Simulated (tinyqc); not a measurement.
# Input admittance of a MOSFET at zero drain bias: distributed channel and distributed gate, step by step

Program tinyqc, `OMP_NUM_THREADS=1 python tinyqc.py 2262193 2262194 out.jsonl`; Intel Xeon 2.30GHz, shared host, one thread, about 0.01 s. Printed values are rounded.

Source and drain grounded, strong inversion, w = 2 pi f, Cox = eps0 eox/tox. The channel is an RC line of resistance 1/(mu Cox Vo) per square fed from both ends, so one finger has the intrinsic admittance y = i w Cox L tanh(g)/g per width, g = (1/2) sqrt(i w tau), tau = L^2/(mu Vo). The vertical resistance rv/L is in series with y, the overlaps 2 i w Cov in parallel: y_t = 1/(1/y + rv/L) + 2 i w Cov. The gate strip is a line of Rsh/L per length loaded by y_t, so a finger has Y = y_t Wf tanh(k)/k, k = (Wf/sd) sqrt(y_t Rsh/L); the device has Nf Y.

Inputs (values chosen for the exercise); values of the order met in silicon radio-frequency transistors:
```
symbol,value,unit,meaning
eox,3.9,,relative permittivity of the gate insulator (close to silicon dioxide)
tox,2,nm,insulator thickness
L,0.075,um,channel length
Wf,6.1,um,finger width
Nf,32,,number of fingers
mu,310,cm^2/(V s),channel mobility
Vo,0.75,V,gate overdrive
Rsh,36,ohm/square,sheet resistance of the gate
rv,6.4,ohm um^2,vertical resistivity of the gate stack
sd,2,,number of ends at which a finger is contacted
Cov,0.37,fF/um,overlap and fringe capacitance on each side
f,6,GHz,frequency
```

Constants: eps0 = 8.8541878128e-14 F/cm where lengths are in cm. Results are converted to the units shown.

## Low-frequency resistances and capacitance

Low-frequency limits, with c = Cox L and ct = c + 2 Cov: R_strip = Rsh Wf/(3 sd^2 L Nf), R_ch = (c/ct)^2 L/(12 mu Cox Vo Wf Nf), R_vert = (c/ct)^2 rv/(L Wf Nf), C = ct Wf Nf.

parts (ohm): strip 7.625, channel 0.03229879, vertical 0.1770237
sum = 7.834322 ohm
C = 397.2174 fF
1/(2 pi R C) = 51.14350 GHz

The strip term is the largest, 97.3 % of the sum.

## Admittance of the channel and stack per width

tau, g, c = Cox L, y and y_t as defined.

tau = 0.2419355 ps
g = 0.03376528+0.03376528i
c = 1.294925 fF/um
y = 0.03710+48.81749i uS/um
y_t = 0.24046+76.71367i uS/um

w tau = 0.00912, and Im y is 1.00 of w c.

## Input impedance of the device

k and Y as defined; Z = 1/(Nf Y) = R + 1/(i w C); Q = |Im Z|/R; signal at the point farthest from a contact |1/cosh k|.

k = 0.4144981+0.4132008i
Nf Y = 1.72272+14.73434i mS
R = 7.828104 ohm
C = 396.1834 fF
Q = 8.552951
signal at the far point = 0.9898373

R is 0.079 % below its low-frequency limit and C is 0.26 % below its own.
